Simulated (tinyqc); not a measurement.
Tight binding, kagome lattice, step by step. Computed by tinyqc, a small Python program that keeps every step. Settings: t1 = 0.76, t2 = 0.76, delta = 0, bands filled = 1. Command: `OMP_NUM_THREADS=1 python tinyqc.py 28886 28887 out.jsonl` (the two numbers bound the seeds that draw the settings). One thread of a shared host (Intel(R) Xeon(R) Processor @ 2.60GHz), about 0.01 s of CPU time with the checks.

## Bloch Hamiltonian at k

Parameters chosen for this model:
```
parameter,value,unit
t1,0.760000,"eV, up triangles"
t2,0.760000,"eV, down triangles"
delta,0,eV on site C
```

k point k (fractions of the reciprocal vectors): -0.350000  -0.300000

H_AB = -t1 - t2 exp(-i k.a1), H_AC = -t1 - t2 exp(-i k.a2), H_BC = -t1 - t2 exp(i k.(a1 - a2)), H_CC = delta.

H(k) at k (eV), lower triangle (Hermitian):
```
,A,B,C
A,0.000000
B,-0.313283+0.614853i,0.000000
C,-0.525147+0.722803i,-1.482803-0.234853i,0.000000
```

## Levels at k

Diagonalise the Hermitian matrix.

eigenvalues (eV): -2.099953  0.579953  1.520000

weights |c|^2 of the basis functions:
```
,band 1,band 2,band 3
A,0.222236,0.761149,0.016615
B,0.372284,0.183340,0.444375
C,0.405480,0.055511,0.539010
```

## Bloch Hamiltonian at K

k point K (fractions of the reciprocal vectors): 0.333333  0.666667

As before.

H(k) at K (eV), lower triangle (Hermitian):
```
,A,B,C
A,0.000000
B,-0.380000-0.658179i,0.000000
C,-0.380000+0.658179i,-0.380000-0.658179i,0.000000
```

## Levels at K

As before.

eigenvalues (eV): -0.760000  -0.760000  1.520000

## Bands along a path

The same steps at evenly spaced points between the labelled ones.

Bands along the path (eV):
```
k,band 1,band 2,band 3
G,-3.040000,1.520000,1.520000
G-K 0.25,-2.836359,1.316359,1.520000
G-K 0.50,-2.280000,0.760000,1.520000
G-K 0.75,-1.520000,0,1.520000
K,-0.760000,-0.760000,1.520000
K-M 0.25,-1.074802,-0.445198,1.520000
K-M 0.50,-1.316359,-0.203641,1.520000
K-M 0.75,-1.468207,-0.051793,1.520000
M,-1.520000,0,1.520000
M-K' 0.25,-1.468207,-0.051793,1.520000
M-K' 0.50,-1.316359,-0.203641,1.520000
M-K' 0.75,-1.074802,-0.445198,1.520000
K',-0.760000,-0.760000,1.520000
```

With 1 band(s) filled, the highest filled level on these points lies at K' and the lowest empty one at K': the bands touch or overlap, so there is no gap.
